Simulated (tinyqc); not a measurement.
Admittance spectroscopy and thermally stimulated current of one trap level in a depletion layer. From one set of inputs to another, one input at a time. Computed by tinyqc, a small Python program. Command: `OMP_NUM_THREADS=1 python tinyqc.py 3111044 3111045 out.jsonl admit ladder`. One thread of a shared host (Intel(R) Xeon(R) Processor @ 2.30GHz), about 0.02 s of CPU time with the checks.

A Schottky junction on n-type material holds one donor-like electron trap; shallow donors are fully ionised and abrupt depletion edges are assumed.

The inputs printed are set A. Set A is modelled on n-type GaN; the values taken over come from a set modelled on n-type silicon. Inputs not listed in the table keep their values of set A, so the rows need not describe a real material.

Inputs (values chosen for the exercise, modelled on n-type GaN): dielectric constant eps = 9.47; density-of-states mass m = 0.199 m_0; shallow doping N = 2e+16 1/cm^3; trap density N_t = 9e+15 1/cm^3; trap depth E_t below the band = 0.38 eV; capture cross section sigma = 2.2e-17 cm^2; band bending V_b = 2.4 V; test frequency f = 20000 Hz; heating rate beta = 0.13 K/s.

Constants: k_B = 1.380649e-23 J/K; m_0 = 9.1093837015e-31 kg; h = 6.62607015e-34 J s; k_B = 8.617333262e-05 eV/K; eps_0 = 8.8541878128e-12 F/m; e = 1.602176634e-19 C.

Method:
- N_c = 2 (2 pi m k_B T/h^2)^(3/2), v_th = sqrt(3 k_B T/m), emission rate e_n = sigma v_th N_c exp(-E_t/(k_B T)).
- Where the level crosses the Fermi level capture equals emission, so the trap follows the signal with the rate 2 e_n; G/omega peaks at omega = 2 e_n (the correction for large N_t/N is left out).
- Solve 2 e_n(T_p) = 2 pi f.
- With E_c - E_F = k_B T_p ln(N_c/N): lambda = sqrt(2 eps eps_0 (E_t - (E_c - E_F))/(e^2 N)); traps are empty and charged for x < x_t = w - lambda, and V_b = e (N w^2 + N_t x_t^2)/(2 eps eps_0). High frequency: C_hf = eps eps_0/w. Low frequency: C_lf = eps eps_0 (N + N_t)/(N w + N_t x_t).
- Thermally stimulated current without retrapping: filled share n(T) = exp(-(1/beta) int e_n dT), current proportional to e_n n; the peak obeys beta (E_t/(k_B T^2) + 2/T) = e_n(T). The integral starts at 0.5 T_m and uses 4000 trapezoid steps to 1.2 T_m.
- Chen's first-order estimate from the full width W = T_2 - T_1 between the half-height points: E = 2.52 k_B T_m^2/W - 2 k_B T_m.

Each row keeps all changes above it:
```
input moved                            from       to  peak temperature T_m (K)  C_hf (nF/cm^2)  lambda (nm)
set A                                     -        -                    183.82          26.055       100.51
test frequency f (Hz)                 20000    90000                    183.82          26.230        91.58
heating rate beta (K/s)                0.13      1.3                    200.24          26.230        91.58
trap density N_t (1/cm^3)             9e+15  9.7e+15                    200.24          26.405        91.58
shallow doping N (1/cm^3)             2e+16  4.9e+16                    200.24          38.787        64.83
capture cross section sigma (cm^2)  2.2e-17  7.3e-15                    163.18          38.533        76.96
band bending V_b (V)                    2.4     0.91                    163.18          61.270        76.96
density-of-states mass m (m_0)        0.199     1.05                    154.83          61.527        70.13
```

Where does the difference come from?

Peak temperature T_m goes from 184 to 155, a factor 0.842 in all. The largest single move comes from capture cross section sigma (a factor 0.815), and heating rate beta works against it (a factor 1.09). C_hf goes from 26.1 to 61.5, a factor 2.36 in all. The largest single move comes from band bending V_b (a factor 1.59). Lambda goes from 101 to 70.1, a factor 0.698 in all. The largest single move comes from shallow doping N (a factor 0.708), and capture cross section sigma works against it (a factor 1.19). The single moves hold for this order of the switches; the total does not depend on the order.

Caution (rows set A, test frequency f, heating rate beta, trap density N_t): N_t/N is not small, so the peak moves away from omega = 2 e_n.

Extremes, crossings and ranges named in words are read from the listed rows.
